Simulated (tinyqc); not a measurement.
Transmission spectrum against simple models: phonon transmission through an interface between two chains by Green functions. Computed by tinyqc, a small Python program. Command: `OMP_NUM_THREADS=1 python tinyqc.py 3010690 3010691 out.jsonl agf walk`. One thread of a shared host (Intel(R) Xeon(R) Processor @ 2.30GHz), about 0.01 s of CPU time with the checks.

Two semi-infinite chains (masses m_1, m_2; springs k_1, k_2), motion along the chain. The central region holds the end atom of each chain and one interlayer atom of mass m_b, joined by springs k_b. lambda = omega^2 in eV/(angstrom^2 u); nu = 15.6333042 THz x sqrt(lambda).

Inputs (values chosen for the exercise, for two model chains):
```
quantity                          value           unit
mass m_1                             16              u
spring k_1                         7.89  eV/angstrom^2
mass m_2                           39.8              u
spring k_2                         10.3  eV/angstrom^2
junction spring k_b                 4.1  eV/angstrom^2
interlayer mass m_b                16.3              u
probe frequency / lower band top   0.21              -
```

Atoms in the interlayer: one.

Constants: nu for 1 eV/(angstrom^2 u) = 15.6333042 THz.

Method:
- nu_max = 15.6333042 THz x 2 sqrt(k/m); impedance Z = sqrt(k m); long-wave transmission 4 Z_1 Z_2/(Z_1 + Z_2)^2; the probe frequency is the given share of the lower band top.
- In chain i, sin(q_i a/2) = nu/nu_max,i. An outgoing wave makes the next atom move as exp(i q_i a) times the end atom, so the lead adds the self-energy Sigma_i = -k_i exp(i q_i a) to the force-constant matrix; Gamma_i = -2 Im Sigma_i = 2 k_i sin(q_i a).
- A = lambda M - K - Sigma over the central atoms, with K_ii the sum of the springs at i, K_(i,i+1) = -k_b; G = inverse of A; transmission = Gamma_1 Gamma_2 |G_(first,last)|^2.
- Long-wave value 4 Z_1 Z_2/(Z_1 + Z_2)^2. Continuum estimate, with omega = sqrt(lambda): a slab of impedance Z_b = sqrt(k_b m_b) and phase p = omega x (number of interlayer atoms) x sqrt(m_b/k_b), tau = 4 Z_1 Z_2/[(Z_1 + Z_2)^2 cos^2 p + (Z_b + Z_1 Z_2/Z_b)^2 sin^2 p].

band top of chain 1 = 21.9563 THz

band top of chain 2 = 15.9059 THz

long-wave transmission = 0.918072

Z_1 = 11.2357 sqrt(eV u)/angstrom

Z_2 = 20.2470 sqrt(eV u)/angstrom

Transmission:
```
nu/nu_top  nu (THz)  Green function  long-wave value  continuum estimate
0.05          0.795         0.90798          0.91807             0.91518
0.15          2.386         0.83909          0.91807             0.89339
0.25          3.976         0.74669          0.91807             0.85593
0.35          5.567         0.67460          0.91807             0.81190
0.45          7.158         0.64741          0.91807             0.76975
0.55          8.748         0.68362          0.91807             0.73546
0.65         10.339         0.79945          0.91807             0.71247
0.75         11.929         0.85598          0.91807             0.70243
0.85         13.520         0.43286          0.91807             0.70592
0.92         14.633         0.15904          0.91807             0.71633
0.98         15.588         0.04236          0.91807             0.73026
```

What does the comparison show, and why?

The transmission starts at the impedance value 0.918 and vanishes at the lower band top, 15.91 THz, above which chain 2 has no states. It first falls below half of that value at nu/nu_top = 0.85. The continuum estimate is within 0.05 up to nu/nu_top = 0.05; it leaves out dispersion, and it puts the faces of the slab half a spring from its outer atoms.
